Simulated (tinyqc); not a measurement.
Empirical pseudopotential in a few plane waves, step by step. Computed by tinyqc, a small Python program that keeps every step. Settings: plane-wave index or count = 15. Command: `OMP_NUM_THREADS=1 python tinyqc.py 25643 25644 out.jsonl` (the two numbers bound the seeds that draw the settings). One thread of a shared host (Intel(R) Xeon(R) Processor @ 2.60GHz), about 0.2 s of CPU time with the checks.

## Bloch Hamiltonian at G

Parameters chosen for this model: fcc lattice, atoms at +/- a/8 (1,1,1); form factors in rydberg at |G|^2 in units of (2 pi/a)^2:
```
parameter                 value      unit
a                      5.760000  angstrom
VS(3)                 -0.218000        Ry
VS(8)                  0.046000        Ry
VS(11)                 0.058000        Ry
VA(3)                         0        Ry
VA(4)                         0        Ry
VA(11)                        0        Ry
hbar^2/2m (2 pi/a)^2   4.533543        eV
```

k point G (2 pi / a): 0  0  0

Basis: the 15 shortest G (labels in 2 pi/a), the same at every k. H(G,G') = c |k + G|^2 delta + VS(|G-G'|^2) cos((G-G').tau) + i VA sin((G-G').tau), tau = a/8 (1,1,1); 1 Ry = 13.605693 eV.

H(k) at G (eV), lower triangle:
```
           +0+0+0     -1-1-1     -1-1+1     -1+1-1     -1+1+1     +1-1-1     +1-1+1     +1+1-1
+0+0+0   0.000000
-1-1-1   2.097308  13.600628
-1-1+1  -2.097308   0.000000  13.600628
-1+1-1  -2.097308   0.000000   0.625862  13.600628
-1+1+1  -2.097308  -0.625862   0.000000   0.000000  13.600628
+1-1-1  -2.097308   0.000000   0.625862   0.625862   0.000000  13.600628
+1-1+1  -2.097308  -0.625862   0.000000   0.000000   0.625862   0.000000  13.600628
+1+1-1  -2.097308  -0.625862   0.000000   0.000000   0.625862   0.000000   0.625862  13.600628
+1+1+1   2.097308   0.000000  -0.625862  -0.625862   0.000000  -0.625862   0.000000   0.000000
-2+0+0   0.000000  -2.097308  -2.097308  -2.097308   2.097308   0.557999  -0.557999  -0.557999
+0-2+0   0.000000  -2.097308  -2.097308   0.557999  -0.557999  -2.097308   2.097308  -0.557999
+0+0-2   0.000000  -2.097308   0.557999  -2.097308  -0.557999  -2.097308  -0.557999   2.097308
+0+0+2   0.000000  -0.557999   2.097308  -0.557999  -2.097308  -0.557999  -2.097308   0.557999
+0+2+0   0.000000  -0.557999  -0.557999   2.097308  -2.097308  -0.557999   0.557999  -2.097308
+2+0+0   0.000000  -0.557999  -0.557999  -0.557999   0.557999   2.097308  -2.097308  -2.097308

           +1+1+1     -2+0+0     +0-2+0     +0+0-2     +0+0+2     +0+2+0     +2+0+0
+1+1+1  13.600628
-2+0+0  -0.557999  18.134170
+0-2+0  -0.557999   0.625862  18.134170
+0+0-2  -0.557999   0.625862   0.625862  18.134170
+0+0+2  -2.097308  -0.625862  -0.625862   0.000000  18.134170
+0+2+0  -2.097308  -0.625862   0.000000  -0.625862   0.625862  18.134170
+2+0+0  -2.097308   0.000000  -0.625862  -0.625862   0.625862   0.625862  18.134170
```

## Levels at G

Diagonalise the Hermitian matrix.

eigenvalues (eV): -2.011964  9.650445  9.650445  9.650445  12.134360  12.974766  12.974766  12.974766  16.882446  16.882446  17.490177  21.458491  21.458491  21.458491  23.981471

## Bands along a path

The same steps at evenly spaced points between the labelled ones.

Bands along the path (eV), lowest eight:
```
k            band 1    band 2    band 3    band 4     band 5     band 6     band 7     band 8
L          0.241557  3.108214  8.729351  8.729351  11.492176  13.839147  13.839147  17.998331
L-G 0.33  -0.759941  4.650680  8.834265  8.834265  11.639635  13.819578  13.819578  17.768036
L-G 0.67  -1.684556  7.355667  9.295036  9.295036  12.211097  13.551315  13.551315  14.880559
G         -2.011964  9.650445  9.650445  9.650445  12.134360  12.974766  12.974766  12.974766
G-X 0.33  -1.572641  7.422753  8.717176  8.717176  12.146497  13.809805  14.603913  14.603913
G-X 0.67  -0.274087  4.573464  7.706334  7.706334  11.319502  12.230375  17.630258  17.630258
X          1.817262  2.070905  7.466265  7.466265  11.131459  11.469954  21.167957  21.167957
```

With 4 band(s) filled, the highest filled level on these points lies at G and the lowest empty one at X: a gap of 1.4810 eV, indirect. This holds for the small fixed basis; with all plane waves up to |k + G|^2 = 21 (2 pi/a)^2 the gap along the path is 1.16 eV.

## Convergence with the number of plane waves

Levels at G counted from the fourth one.

Levels (eV):
```
plane waves     level 1   level 5   level 8
9            -14.986729  0.000000  2.503448
15           -11.662409  2.483915  3.324321
27           -11.147441  3.039535  3.182906
51           -11.265493  3.119503  3.258362
59           -11.301687  3.098584  3.110813
65           -11.311123  3.065768  3.110813
89           -11.274350  3.087523  3.095734
```
